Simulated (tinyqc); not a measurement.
Along the channel and with depth: stress in a transistor channel from embedded alloy regions, liners and fins, by half-space elasticity. Computed by tinyqc, a small Python program. Command: `OMP_NUM_THREADS=1 python tinyqc.py 3006995 3006996 out.jsonl stressor walk`. One thread of a shared host (Intel(R) Xeon(R) Processor @ 2.30GHz), about 0.01 s of CPU time with the checks.

Plane strain in an isotropic half-space, the same constants everywhere; x along the channel from its centre, y downwards from the free surface; stress is positive in tension.

Inputs (values chosen for the exercise, modelled on silicon):

| quantity | value | unit |
|---|---|---|
| alloy fraction x | 0.42 | - |
| lattice change per unit x, beta | 0.0426 | - |
| Young's modulus E | 163 | GPa |
| Poisson ratio nu | 0.23 | - |
| channel length L | 30 | nm |
| length of each stressor S | 170 | nm |
| recess depth d | 40 | nm |
| depth of the field point y | 3.9 | nm |

Stressor: Si(1-x)Ge(x) source and drain.

Method. Misfit e = beta x. A fully constrained inclusion holds the stress -p with p = E e/(1 - 2 nu); a blanket film would hold -E e/(1 - nu) in the plane. A line element dA of misfit at (a, c) in the half-space gives, with C = E e/(2 pi (1 - nu)), X = x - a, r1^2 = X^2 + (y - c)^2, r2^2 = X^2 + Y^2, Y = y + c: s_xx = -C dA {[X^2 - (y - c)^2]/r1^4 + 3 [X^2 - Y^2]/r2^4 + 4 y Y (Y^2 - 3 X^2)/r2^6}, s_yy = C dA {[X^2 - (y - c)^2]/r1^4 - [X^2 - Y^2]/r2^4 + 4 y Y (Y^2 - 3 X^2)/r2^6}. These are integrated over two rectangles, L/2 < |a| < L/2 + S, 0 < c < d (closed form in a, 200 Gauss-Legendre points in c).

misfit e = 0.017892

Stress (MPa):

| 2x/L | s_xx at y | s_yy at y | s_xx at d/2 | s_xx at 1.5 d |
|---|---|---|---|---|
| 0.0 | -3752.9 | 14.24 | -1726.3 | 331.00 |
| 0.2 | -3719.7 | 20.58 | -1744.7 | 337.04 |
| 0.4 | -3607.3 | 47.25 | -1800.0 | 354.85 |
| 0.6 | -3376.6 | 137.71 | -1892.2 | 383.35 |
| 0.8 | -3017.7 | 514.92 | -2016.0 | 420.46 |

What does the comparison show, and why?

Near the surface s_xx changes by -20 % from the centre to 2x/L = 0.8. At the centre, s_xx at half the recess depth is 0.46 of its value at y, and below the recess -0.09. An element acts with the sign of X^2 - (y - c)^2, so its direct term reverses where the offset in depth exceeds the lateral distance, and the image terms that amplify the stress near the surface fade with depth.
